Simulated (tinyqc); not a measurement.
## Polarisation and half-bias from two TMR values

Question. A tunnel junction has TMR = TMR0/(1 + (V/Vh)^2), TMR0 = 2 P1 P2/(1 - P1 P2). Find TMR0, Vh and P2.

Inputs (values chosen for the exercise): spin polarisation of the reference layer P1 = 0.58.

TMR at 0.1 and 0.5 V (%): 104.65983  39.737732

Answer. 1/TMR is linear in V^2, and P1 P2 = TMR0/(2 + TMR0).

TMR0 = 112.3 %
Vh = 0.3700 V
P2 = 0.6200

tinyqc, about 0.01 s, one thread, Intel Xeon 2.30GHz (shared host): `OMP_NUM_THREADS=1 python tinyqc.py 2450137 2450138 out.jsonl`
